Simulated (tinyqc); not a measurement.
# Bloch-Grueneisen resistivity of a metal, step by step

A worked calculation. Computed by tinyqc, a small Python program that keeps every step. Command: `OMP_NUM_THREADS=1 python tinyqc.py 3016826 3016827 out.jsonl bg walk`. One thread of a shared host (Intel(R) Xeon(R) Processor @ 2.30GHz), about 0.01 s of CPU time with the checks. Intermediate numbers are printed to about 6 digits and carried at full precision; extremes and crossings named in words are read from the listed rows.

Electrons scatter from a Debye spectrum of phonons (n = 5 for scattering within one band, n = 3 for scattering into a second, heavy band) and from static defects.

Inputs (values chosen for the exercise, modelled on silver):
```
quantity                      value         unit
exponent n                        5            -
Debye temperature Theta         222            K
transport coupling lambda_tr   0.13            -
Drude plasma energy hbar w_p    9.2           eV
residual resistivity rho_0     0.66  microohm cm
temperature T                   600            K
```

Addition: none.

Constants: k_B = 1.380649e-23 J/K; hbar = 1.054571817e-34 J s; eps_0 = 8.8541878128e-12 F/m; hbar = 6.582119569e-16 eV s; k_B = 8.617333262e-05 eV/K.

## Scale of the phonon resistivity

rho_ph = (n - 1) rho_1 (T/Theta)^n J_n(Theta/T), with rho_1 = 2 pi lambda_tr k_B Theta/(hbar eps_0 w_p^2), the high-temperature line at T = Theta.

rho_1 = 1.37243 microohm cm

## The integral and the phonon part

J_n(y) = int_0^y x^n e^x/(e^x - 1)^2 dx, by 96 Gauss-Legendre points (upper limit at most 60).

Theta/T = 0.37

J_n = 0.00464995

phonon resistivity rho_ph = 3.68121 microohm cm

This is 99.2 % of the straight line rho_1 T/Theta.

## Total resistivity and derived numbers

Matthiessen's rule: rho = rho_0 + rho_ph. Temperature coefficient (1/rho) d rho/dT by a central difference of +/- 0.5 K; residual ratio rho(295 K)/rho(4.2 K); scattering time tau = 1/(eps_0 w_p^2 rho); Wiedemann-Franz kappa = L_0 T/rho, L_0 = (pi^2/3)(k_B/e)^2.

resistivity rho = 4.34121 microohm cm

temperature coefficient = 1.43472 1e-3/K

residual resistance ratio = 3.67809

scattering time = 13.3167 fs

Wiedemann-Franz conductivity = 337.649 W/(m K)

The coefficient is 0.861 times 1/T; the temperature-independent part dilutes it.

## Limits of the phonon part

Low T: (n - 1) n! zeta(n) rho_1 (T/Theta)^n. High T: rho_1 (T/Theta) [1 - (n - 1)/(12 (n + 1)) (Theta/T)^2].

Resistivities (microohm cm):
```
T (K)       rho_ph    low-T law  straight line  line with correction  total rho
6.7    1.71037e-05  1.71037e-05        0.04142                     -    0.66002
11.0   2.04011e-04  2.04023e-04        0.06800                     -    0.66020
18.0   2.35569e-03  2.39374e-03        0.11128                     -    0.66236
27.0   1.51667e-02  1.81775e-02        0.16692                     -    0.67517
44.0   8.60196e-02  2.08919e-01        0.27201                     -    0.74602
78.0   3.17431e-01  3.65753e+00        0.48221               0.26520    0.97743
110.0  5.46943e-01  2.04023e+01        0.68003               0.52615    1.20694
180.0  1.02386e+00  2.39374e+02        1.11278               1.01874    1.68386
270.0  1.60804e+00  1.81775e+03        1.66917               1.60648    2.26804
440.0  2.68203e+00  2.08919e+04        2.72013               2.68166    3.34203
```

The low-T law holds to 10 % up to 18 K, the straight line from 180 K on. The local exponent of rho_ph falls from 5.00 to 1.05. Phonons overtake the residual resistivity between 110 and 180 K.

Checks made by the program: J_n at large argument against n! zeta(n) (relative difference below 1e-10).
